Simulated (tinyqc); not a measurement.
Luttinger-Kohn k.p, four valence bands, step by step. One step of it, computed by the program tinyqc.

Question. Levels at k. Diagonalise the Hermitian matrix.

H(k) at k (eV):
```
                     3/2                 1/2                 -1/2                 -3/2
3/2             0.301835  0.126829+0.146341i   0.013537-0.163066i             0.000000
1/2   0.126829-0.146341i            0.267845             0.000000   0.013537-0.163066i
-1/2  0.013537+0.163066i            0.000000             0.267845  -0.126829-0.146341i
-3/2            0.000000  0.013537+0.163066i  -0.126829+0.146341i             0.301835
```

Give: eigenvalues.

Answer.

eigenvalues (eV): 0.0307  0.0307  0.5389  0.5389
